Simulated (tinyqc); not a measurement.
Frequency dispersion of an accumulation capacitance by border traps, distributed model: one step of the calculation.

Traps spread evenly through the insulator exchange electrons with the semiconductor by tunnelling, with tau(x) = t0 exp(2 ka x) at depth x from the interface. The admittance per area Y seen at depth x obeys dY/dx = -Y^2/(i w eps0 eox) + q Nb ln(1 + i w tau)/tau, with Y(0) = i w Cs and w = 2 pi f; the gate sees Y(tox) = G + i w C. Working variable y = Y/(i w), in uF/cm^2. Cox = eps0 eox/tox.

Task. Capacitance and conductance at the gate. Beyond xe the traps are ignored, so 1/y(tox) = 1/y(xe) + (tox - xe)/(eps0 eox); C = Re y, G/w = -Im y, loss tangent G/(w C).

Inputs (values chosen for the exercise); permittivity close to that of hafnium oxide: relative permittivity of the insulator eox = 18.1; insulator thickness tox = 8.7 nm; depth down to which the steps are taken xe = 2.1 nm.

Constants: eps0 = 8.8541878128e-14 F/cm where lengths are in cm. Results are converted to the units shown.

y at xe = 0.73062273-0.01561590i uF/cm^2

Give: y at the gate; C; G/w; loss tangent.

Result.

y at the gate = 0.5617-0.0092i uF/cm^2
C = 0.5617 uF/cm^2
G/w = 0.009227 uF/cm^2
loss tangent = 0.01643

tinyqc, about 0.5 s, one thread, Intel Xeon 2.30GHz (shared host): `OMP_NUM_THREADS=1 python tinyqc.py 2202010 2202011 out.jsonl`
